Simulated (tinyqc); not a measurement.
Domain walls in a thin film with perpendicular anisotropy: Bloch, Neel and chiral walls, motion and stripe domains: one step, computed by the program tinyqc. Command: `OMP_NUM_THREADS=1 python tinyqc.py 3022385 3022386 out.jsonl mwall walk`. One thread of a shared host (Intel(R) Xeon(R) Processor @ 2.30GHz), about 0.01 s of CPU time with the checks.

One-dimensional wall: polar angle theta(x), azimuth phi of the moment in the wall (phi = 0 Neel, 90 degrees Bloch). mu_0 = 1.25663706212e-6 T m/A, gamma = 1.76085963023e11 rad/(s T).

Task: Bloch or Neel. sigma(phi) = sigma_0 + 2 Delta K_D cos^2(phi) - pi D cos(phi), with the wall shape anisotropy K_D = N_x mu_0 M_s^2/2, N_x = t ln 2/(pi Delta). The minimum has cos(phi) = D/D_N for D < D_N = 4 Delta K_D/pi and phi = 0 beyond; sigma turns negative at D_c = (sigma_0 + 2 Delta K_D)/pi.

Inputs (values chosen for the exercise, for a model film): saturation magnetisation M_s = 1330 kA/m; DMI constant D = 0.89 mJ/m^2; thickness t = 2 nm.

width parameter Delta = 7.209780 nm

sigma_0 = 8.322029 mJ/m^2

Give: K_D; D_N; azimuth phi; wall energy sigma; D_c.

Result:

K_D = 68.02 kJ/m^3

D_N = 0.6245 mJ/m^2

azimuth phi = 0 degrees

wall energy sigma = 6.507 mJ/m^2

D_c = 2.961 mJ/m^2

A pure chiral Neel wall. D is 0.30 of D_c.
